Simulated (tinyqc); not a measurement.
Long runs: velocity against field: Monte Carlo simulation of one carrier in a uniform electric field. Computed by tinyqc, a small Python program. Command: `OMP_NUM_THREADS=1 python tinyqc.py 3022425 3022426 out.jsonl mcfl walk`. One thread of a shared host (Intel(R) Xeon(R) Processor @ 2.30GHz), about 2 s of CPU time with the checks.

The force e F acts along +z. Flights end at the constant total rate Gamma; the part of Gamma that the real rates do not fill is self-scattering, which leaves k unchanged. One valley, no impurities; equivalent final valleys enter only through Z_f in the optical rate.

Inputs (values chosen for the exercise, modelled on holes in germanium):

| quantity | value | unit |
|---|---|---|
| effective mass m | 0.306 | m_0 |
| non-parabolicity alpha | 0.33 | 1/eV |
| density rho | 5323 | kg/m^3 |
| sound velocity v_l | 5320 | m/s |
| acoustic deformation potential D_A | 5.1 | eV |
| phonon energy hbar w | 38.2 | meV |
| optical or intervalley deformation potential D_o | 8.2 | 1e8 eV/cm |
| final valleys Z_f | 1 | - |
| lattice temperature T | 500 | K |
| electric field F | 4.9 | kV/cm |
| energy E_max up to which Gamma must cover the rates | 1 | eV |
| seed of the random numbers | 51975 | - |

Crystal: non-polar. Band: Kane.

Constants: k_B = 1.380649e-23 J/K; e = 1.602176634e-19 C; hbar = 1.054571817e-34 J s; m_0 = 9.1093837015e-31 kg; hbar = 6.582119569e-16 eV s; k_B = 8.617333262e-05 eV/K.

Method:
- Kane band: hbar^2 k^2/(2 m) = E (1 + alpha E), speed v = hbar k/(m (1 + 2 alpha E)), states per spin, volume and energy g(E) = m k (1 + 2 alpha E)/(2 pi^2 hbar^2); overlap factors are set to 1. Masses are multiplied by m_0 and all formulas are in SI units.
- Phonon occupation N_q = 1/(exp(hbar w/(k_B T)) - 1).
- Acoustic deformation potential (elastic, equipartition, absorption and emission together): 1/tau = 2 pi k_B T D_A^2 g(E)/(hbar rho v_l^2).
- Optical or intervalley deformation potential: 1/tau = (pi Z_f D_o^2/(rho w)) [N_q g(E + hbar w) + (N_q + 1) g(E - hbar w)], with g = 0 below the band edge.
- Gamma is 1.05 times the largest total rate on the grid E = (j + 1/2) E_max/400, j = 0..399.
- On the grid E_j = (j + 1/2) hbar w/12 up to 20 k_B T + 2 hbar w, solve (sum of rates) l(E) = v(E); mu_0 = e sum g v l exp(-E/k_B T)/(3 k_B T sum g exp(-E/k_B T)).
- Flight: t = -ln(r1)/Gamma; k_z grows by e F t/hbar; E follows from the band; dz = (E_end - E_start)/(e F).
- Choice: with cumulative rates in the order acoustic, absorption, emission, the process is the first whose sum exceeds r2 Gamma; if none, self-scattering.
- Final state: E' = E, E + hbar w or E - hbar w gives k'. Isotropic processes: cos(theta) = 1 - 2 r3 from the z axis, phi = 2 pi r4, k' (sin theta cos phi, sin theta sin phi, cos theta).
- Each row: 250 carriers from a thermal start, 1600 flights each, the first half discarded, random numbers not printed; the error is the standard error over ten groups; the mean energy is taken at the ends of flights, which sample time evenly. Fields at which more than 0.02 % of the events exceed Gamma are left out.

Gamma = 43.1362 1e12/s

low-field mobility mu_0 = 1022.67 cm^2/(V s)

Monte Carlo results:

| F (kV/cm) | drift velocity (1e5 m/s) | error (1e5 m/s) | mu_0 F (1e5 m/s) | mean energy (meV) | real events (%) |
|---|---|---|---|---|---|
| 1.2 | 0.103 | 0.016 | 0.1227 | 70.9 | 11.4 |
| 2.5 | 0.222 | 0.018 | 0.2557 | 75.3 | 11.9 |
| 4.9 | 0.351 | 0.019 | 0.5011 | 94.9 | 14.1 |
| 9.8 | 0.489 | 0.018 | 1.0022 | 142.0 | 18.9 |

At the lowest field the drift velocity is 0.84 +/- 0.13 of the ohmic value mu_0 F, at the highest 0.49 +/- 0.02. The mean energy goes from 71 to 142 meV against the parabolic-band thermal value 3 k_B T/2 = 65 meV: the carriers heat, more of them reach the emission threshold, where they lose momentum, and the curve bends below the ohmic line. Only 11 to 19 % of the events are real; the rest is the price of a constant Gamma.

Extremes, crossings and ranges named in words are read from the listed rows.
